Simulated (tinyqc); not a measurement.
Debye-Callaway model of lattice thermal conductivity: one step, computed by the program tinyqc. Command: `OMP_NUM_THREADS=1 python tinyqc.py 3005078 3005079 out.jsonl callaway walk`. One thread of a shared host (Intel(R) Xeon(R) Processor @ 2.30GHz), about 0.01 s of CPU time with the checks.

Three acoustic branches with one velocity v, cut at omega_D = k_B Theta/hbar; x = hbar omega/(k_B T). v and Theta are separate inputs: Theta cuts off the heat-carrying modes, so C need not reach 3 k_B/V. gamma is an effective value that sets the umklapp rate.

Problem. Scattering rates at one frequency. Rates: point defects A omega^4; umklapp B omega^2 T exp(-Theta/(b T)) with B = hbar gamma^2/(M v^2 Theta). Boundaries: v/L. The resistive time is tau_R = 1/(boundary + point-defect + umklapp rates), and the free path is v tau_R.

Inputs (values chosen for the exercise, modelled on gallium arsenide):

| quantity | value | unit |
|---|---|---|
| sound velocity v | 3640 | m/s |
| Debye temperature Theta | 351 | K |
| mean atomic mass M | 72.3 | u |
| effective Grueneisen parameter gamma | 2.32 | - |
| umklapp exponent divisor b | 2 | - |
| Casimir length L | 230 | micrometre |
| temperature T | 20 | K |
| probe frequency omega/omega_D | 0.65 | - |

Sample: crystal. Point defects: alloy. Normal processes: left out.

Rayleigh coefficient A = 3.523460e-43 s^3

Constants: k_B = 1.380649e-23 J/K; hbar = 1.054571817e-34 J s; u = 1.6605390666e-27 kg.

Give: omega; Rates; tau_R; free path.

Solution.

omega = 2.987e+13 rad/s

Rates:

| process | rate (1/s) | rate x tau_R |
|---|---|---|
| boundaries | 1.583e+07 | 5.642e-05 |
| point defects | 2.805e+11 | 0.9999 |
| umklapp | 2.804e+06 | 9.995e-06 |

tau_R = 3.565e-12 s

free path = 12.98 nm

The strongest resistive process at this frequency: point defects, 100 % of the resistive rate.
